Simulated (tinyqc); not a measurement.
Inside a calculation: hole subbands of a hard-walled well, four-band Luttinger model. Values are carried at full precision from step to step, so a last printed digit may differ when a step is redone from the rounded ones.

Constants: hbar^2/2m0 = 3.80998211 eV angstrom^2.

Parameters, chosen for this exercise (near those of InP; not measured data):
```
symbol  value   unit        meaning
g1      5.08                Luttinger gamma1
g2      1.6                 gamma2
L       65      angstrom    well width along [001]
Zs      0       eV          shear strain energy
g3      2.1                 gamma3
k       0.0515  1/angstrom  wave vector in the plane
N       3                   sines for each component
kmax    0.116   1/angstrom  end of the path
```

## Levels at k = 0

R and S vanish: HHn = c (g1 - 2 g2)(n pi/L)^2 - Zs and LHn = c (g1 + 2 g2)(n pi/L)^2 + Zs, c = hbar^2/2m0, hole energies counted downwards. Sort HH1 to HH4 and LH1, LH2.

Levels:
```
subband  E (eV)
HH1      0.0167
HH2      0.0669
LH1      0.0737
HH3      0.1506
HH4      0.2677
LH2      0.2948
```

The top subband is HH1, 50.2 meV from HH2. The confinement energy of LH1 or the strain splitting is not small against a spin-orbit splitting of about 0.107 eV, so a six-band model would move the light holes.

## The matrix at one k

Hole energies are counted downwards from the unstrained band edge, c = hbar^2/2m0. After the usual block transformation one block is H = [[P + Q - Zs, R - i S], [R + i S, P - Q + Zs]] in (heavy, light), with P +/- Q = c [(g1 +/- g2) k^2 + (g1 -/+ 2 g2) kz^2], R = sqrt(3) c gR k^2, S = 2 sqrt(3) c g3 k kz, kz = -i d/dz; axial approximation gR = (g2 + g3)/2. Zs = b (e_par - e_perp) is the shear part of the strain (the hydrostatic part shifts all levels alike and is left out). Basis sqrt(2/L) sin(n pi z/L), n = 1 to N, for each component: kz^2 gives (n pi/L)^2 and the heavy-light block is R delta_nm - 2 sqrt(3) c g3 k D_nm with D_nm = 4 n m/(L (n^2 - m^2)) for n + m odd, 0 otherwise. The other block has the same levels. The split-off band is left out, a severe simplification for a spin-orbit splitting near 0.11 eV.

Fill in the 2N x 2N matrix, in meV.

H(k) (meV), rows h1, h2, h3, l1, l2, l3 and columns alike:
```
[[84.23, 0, 0, 32.38, 58.56, 0],
 [0, 134.43, 0, -58.56, 32.38, 105.41],
 [0, 0, 218.09, 0, -105.41, 32.38],
 [32.38, -58.56, 0, 108.86, 0, 0],
 [58.56, 32.38, -105.41, 0, 329.94, 0],
 [0, 105.41, 32.38, 0, 0, 698.40]]
```

## Levels and mixing

Diagonalise; give the four lowest hole energies and the weight of the heavy component (the first half of the basis) in each.

levels (meV): [39.05, 71.30, 164.51, 175.26]

heavy weight: [0.558, 0.819, 0.829, 0.490]

The most mixed of the four is number 4, with 49 % heavy character. Against 60 sines these levels lie 0.6, 1.1, 19.5 and 11.5 meV too high: the small basis is not converged.

## Dispersion in the plane

N = 20, nine points from 0 to kmax.

Hole energies (meV):
```
k (1/angstrom)     E1      E2      E3      E4  heavy weight of 1  heavy weight of 2
0.0000          16.73   66.93   73.69  150.59              1.000              1.000
0.0145          20.91   56.86   90.10  148.21              0.994              0.586
0.0290          30.86   52.06  115.24  143.72              0.910              0.590
0.0435          36.92   61.35  142.47  145.52              0.637              0.793
0.0580          40.05   76.96  149.20  178.96              0.515              0.799
0.0725          45.65   88.11  162.20  213.13              0.463              0.712
0.0870          54.51   95.99  173.37  245.41              0.430              0.637
0.1015          66.61  104.18  181.08  270.73              0.406              0.584
0.1160          81.79  114.50  188.06  286.99              0.388              0.545
```

At small k the hole energy falls in subbands 2 and 4: an electron-like mass, caused by repulsion from a deeper subband. E2 - E1 is smallest, 21.2 meV, at k = 0.0290 of the points listed. The top subband goes from 1.00 to 0.39 in heavy weight.

## Mass of HH1 in the plane

Second order in k: 1/m = g1 + g2 - sum_n 12 c g3^2 D_1n^2/(LHn - HH1) over even n up to 60, with D_1n = 4n/(L (n^2 - 1)) in size, LHn - HH1 = c [(g1 + 2 g2) n^2 - (g1 - 2 g2)](pi/L)^2 + 2 Zs, c = hbar^2/2m0.

LHn - HH1 for n = 2, 4, 6 (meV): [278.0, 1162.4, 2636.2]
terms for n = 2, 4, 6: [1.2205, 0.0467, 0.0085]
sum of all terms = 1.2807
mass without mixing, 1/(g1 + g2) = 0.1497 m0
1/m with mixing = 5.3993 1/m0

Mixing with the light holes takes m from 0.150 to 0.185 m0.

## Checks

- 1/m of HH1 from the full matrix (N = 60) at small k against second order: both 5.399.
- The 2 x 2 block with gR = g2 (k along [100]) for a plane wave (k, 0, pi/L) against the bulk heavy-hole formula, eV: both 0.02108.
- Lowest level at the given k on a real-space grid of 240 points against 60 sines, eV: both 0.0385.

Program tinyqc; command `OMP_NUM_THREADS=1 python tinyqc.py 1252610 1252611 out.jsonl`; about 0.09 s on one thread of a shared Intel(R) Xeon(R) Processor @ 2.30GHz.
